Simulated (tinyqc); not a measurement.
Worked calculation: plane-wave Kohn-Sham cycle with exchange-only LDA in a layered model solid. One step of it, computed by the program tinyqc.

Task: Iteration 2: potential. V_H(G) = 4 pi rho(G)/G^2 for G != 0 (uniform background); v_x = -(3 rho/pi)^(1/3); V = V_ext + V_H + v_x; Fourier components f(G_m) = (1/N) sum_j f(x_j) exp(-i G_m x_j).

A solid whose potential varies along x alone (atomic units):

| parameter | value |
|---|---|
| period a | 13.500000 |
| cross-section of the cell | 35.000000 |
| electrons per cell | 4 |
| grid points | 16 |
| plane waves -n..n, n | 2 |
| k points | 4 |
| V1 in V1 cos(2 pi x/a) | -0.530000 |
| V2 in V2 cos(4 pi x/a) | -0.060000 |

density after iteration 1 (e/bohr^3): 0.01533971  0.01617442  0.01633457  0.01282579  0.00714995  0.00313175  0.00185098  0.00173047  0.00171416  0.00173047  0.00185098  0.00313175  0.00714995  0.01282579  0.01633457  0.01617442

Give: Potentials on the grid; V(G_m), m = 0, 1, 2, ....

Result:

Potentials on the grid (hartree):

| x | V_ext | V_H | v_x | V |
|---|---|---|---|---|
| 0.0000 | -0.5900 | 0.4913 | -0.2447 | -0.3433 |
| 0.8438 | -0.5321 | 0.4599 | -0.2490 | -0.3213 |
| 1.6875 | -0.3748 | 0.3599 | -0.2499 | -0.2647 |
| 2.5312 | -0.1604 | 0.1925 | -0.2305 | -0.1985 |
| 3.3750 | 0.0600 | -0.0123 | -0.1897 | -0.1420 |
| 4.2188 | 0.2452 | -0.2066 | -0.1441 | -0.1054 |
| 5.0625 | 0.3748 | -0.3553 | -0.1209 | -0.1015 |
| 5.9062 | 0.4472 | -0.4457 | -0.1182 | -0.1167 |
| 6.7500 | 0.4700 | -0.4759 | -0.1179 | -0.1238 |
| 7.5938 | 0.4472 | -0.4457 | -0.1182 | -0.1167 |
| 8.4375 | 0.3748 | -0.3553 | -0.1209 | -0.1015 |
| 9.2812 | 0.2452 | -0.2066 | -0.1441 | -0.1054 |
| 10.1250 | 0.0600 | -0.0123 | -0.1897 | -0.1420 |
| 10.9688 | -0.1604 | 0.1925 | -0.2305 | -0.1985 |
| 11.8125 | -0.3748 | 0.3599 | -0.2499 | -0.2647 |
| 12.6562 | -0.5321 | 0.4599 | -0.2490 | -0.3213 |

V(G_m), m = 0, 1, 2, ... (hartree): -0.1854  -0.0562  -0.0233  0.0017  -0.0012
